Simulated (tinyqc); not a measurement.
Undoped gate-all-around wire MOSFET, analytic charge model: two steps of the calculation.

An undoped round wire of radius R under an insulator shell and a surrounding gate; long channel, electrons only, n = ni exp((psi - V)/Vt) with V the quasi-Fermi potential (0 at the source, Vd at the drain), constant mobility, no quantisation. The radial Poisson equation gives n(r) = n(0)/(1 - (1 - b) r^2/R^2)^2 with b = Q0/(Q + Q0). Q is the electron charge per area of the wire surface.

Parameters, values chosen for the exercise; material values close to those of germanium:
```
symbol    value        unit                                             meaning
T           300           K                                         temperature
Eg        0.662          eV                                            band gap
eps_r        16                      relative permittivity of the semiconductor
Nc      1.02e19       cm^-3              conduction-band density of states at T
Nv         6e18       cm^-3                 valence-band density of states at T
eox          23                     relative permittivity of the gate insulator
tox          11          nm                                 insulator thickness
R             4          nm                                         wire radius
dphi       0.08           V  gate work function less that of the intrinsic body
mu          350  cm^2/(V s)                                    channel mobility
L             1          um                                         gate length
Vd          0.1           V                                       drain voltage
```

Constants: q = 1.602176634e-19 C, kB = 1.380649e-23 J/K, Vt = kB T/q, eps0 = 8.8541878128e-14 F/cm where lengths are in cm. Results are converted to the units shown.

Problem 1. Constants of the wire. ni = sqrt(Nc Nv) exp(-Eg/(2 Vt)), Eg in volts; Cox = eps0 eox/(R ln(1 + tox/R)); Q0 = 4 eps0 eps_r Vt/R; V0 = dphi + Vt ln[8 eps0 eps_r Vt/(q ni R^2)].

Give: ni; Cox; Q0; V0.

Solution 1.

ni = 2.152e13 cm^-3
Cox = 3.852 uF/cm^2
Q0 = 366.2 nC/cm^2
V0 = 0.4208 V

Problem 2. Drain current and line charge. Q solves Vg - V0 - V = Q/Cox + Vt ln(Q/Q0) + Vt ln(1 + Q/Q0). I = mu (2 pi R/L)[2 Vt (Qs - Qd) + (Qs^2 - Qd^2)/(2 Cox) + Vt Q0 ln((Qd + Q0)/(Qs + Q0))], with Qs at V = 0 and Qd at V = Vd. Electrons per length at the source: 2 pi R Qs/q; surface over centre density: (1 + Qs/Q0)^2.

Qs = 159.35830 nC/cm^2
Qd = 18.676825 nC/cm^2
Cox = 3.8518143 uF/cm^2
Q0 = 366.23754 nC/cm^2

Find: first term; second term; third term; I; electrons per length; surface over centre density.

Solution 2.

first term = 0.06398 uA
second term = 0.02860 uA
third term = -0.02594 uA
I = 0.06664 uA
electrons per length = 0.2500 1/nm
surface over centre density = 2.060

The square-law term makes up 42.9 % of the current.

Computed by the program tinyqc: `OMP_NUM_THREADS=1 python tinyqc.py 2460136 2460137 out.jsonl`, one thread of a shared Intel Xeon 2.30GHz, about 0.04 s for the whole run.
